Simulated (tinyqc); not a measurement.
Temperature series and Richardson plot: current of a Schottky diode by thermionic-emission-diffusion theory, and its read-back from I-V-T and C-V data. Computed by tinyqc, a small Python program. Command: `OMP_NUM_THREADS=1 python tinyqc.py 3005324 3005325 out.jsonl schottky walk`. One thread of a shared host (Intel(R) Xeon(R) Processor @ 2.30GHz), about 0.01 s of CPU time with the checks.

Full ionisation, no tunnelling, no recombination current. V is the voltage across the junction itself, forward positive.

Inputs (values chosen for the exercise, modelled on n-type Ga2O3):
```
quantity                                     value           unit
Richardson constant A*                        33.3   A/(cm^2 K^2)
effective density of states at 300 K, N_c  3.6e+18         1/cm^3
permittivity eps                              10.2              -
mobility mu                                     99     cm^2/(V s)
barrier without image force phi_0             1.32             eV
doping N                                   6.9e+15         1/cm^3
series resistance R_s                          2.8  milliohm cm^2
junction voltage V                            0.33              V
temperature T                                  200              K
```

Barrier: uniform.

Constants: k_B = 8.617333262e-05 eV/K; e = 1.602176634e-19 C; eps_0 = 8.8541878128e-12 F/m.

Method:
- N_c(T) = N_c (T/300 K)^(3/2); V_bi = phi_0 - (k_B T/e) ln(N_c(T)/N); surface field F = sqrt(2 e N (V_bi - V - k_B T/e)/(eps eps_0)); image lowering d_phi = sqrt(e F/(4 pi eps eps_0)); effective barrier phi = phi_0 - d_phi.
- Collection velocity v_R = A* T^2/(e N_c(T)); diffusion velocity v_D = mu F; J = e N_c(T) v_R/(1 + v_R/v_D) exp(-phi/k_B T) [exp(e V/k_B T) - 1].
- Terminal voltage V + J R_s.
- Ideality n = (e/k_B T)/(d ln J/dV) by a central difference of +/- 1 mV; J_0 = J exp(-e V/(n k_B T)); apparent barrier phi_IV = k_B T ln(A* T^2/J_0); a C-V plot gives phi_CV = phi_0, the mean without lowering.
- A least-squares line of ln(J_0/T^2) against 1/(k_B T) gives a barrier (minus the slope) and a Richardson constant (exp of the intercept).

v_D = 4.58311e+06 cm/s

v_R = 4.24256e+06 cm/s

At the same junction voltage:
```
T (K)  1/k_B T (1/eV)       n  J_0 (A/cm^2)  phi_IV (eV)  ln(J_0/T^2)
200            58.023  1.0122    2.0972e-27       1.3018      -72.026
250            46.418  1.0143    9.9785e-21       1.3056      -57.097
300            38.682  1.0168    2.9798e-16       1.3097      -47.157
350            33.156  1.0196    4.8641e-13       1.3142      -40.068
400            29.011  1.0229    1.2835e-10       1.3190      -34.759
450            25.788  1.0266    1.0010e-08       1.3240      -30.638
```

barrier from the Richardson plot = 1.2841 eV

Richardson constant from the plot = 12.132 A/(cm^2 K^2)

What does the comparison show, and why?

From 200 to 450 K n goes from 1.012 to 1.027 and phi_IV from 1.302 to 1.324 eV. The plot returns 1.284 eV against phi_0 = 1.32 and a constant 0.364 times the true A*: the diffusion step lowers the prefactor. Caution: leakage and recombination would swamp a current this small.

Extremes, crossings and ranges named in words are read from the listed rows.
